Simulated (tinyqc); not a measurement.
Ferroelectric with a first-order transition, Landau-Devonshire energy: one step of the calculation.

One domain with free energy u = al P^2 + be P^4 + ga P^6 - E P, al = a0 (T - T0), be < 0 < ga (P in uC/cm^2, E in kV/cm, u in mJ/cm^3). Equilibrium: E = 2 al P + 4 be P^3 + 6 ga P^5; a state is stable against small changes where dE/dP > 0. The coercive field is that of uniform switching, which real films, switching by domains, do not reach.

Task. Polarisation on the upper branch by Newton steps. f = 2 al P + 4 be P^3 + 6 ga P^5 - Ea, f' = 2 al + 12 be P^2 + 30 ga P^4, P(new) = P - f/f'.

Parameters, values chosen for the exercise:
- be = -0.0013 kV cm^5/uC^3 (quartic coefficient)
- ga = 1.1e-6 kV cm^9/uC^5 (sixth-order coefficient)
- Ea = 300 kV/cm (applied field)

P at the start = 41.6 uC/cm^2
al = -1.65 kV cm/uC

Give: f; f'; P after iteration 1.

Result.

f = 10.63 kV/cm
f' = 68.53 kV cm/uC
P after iteration 1 = 41.44 uC/cm^2

Program tinyqc, `OMP_NUM_THREADS=1 python tinyqc.py 2860024 2860025 out.jsonl`; Intel Xeon 2.30GHz, shared host, one thread, about 0.01 s.
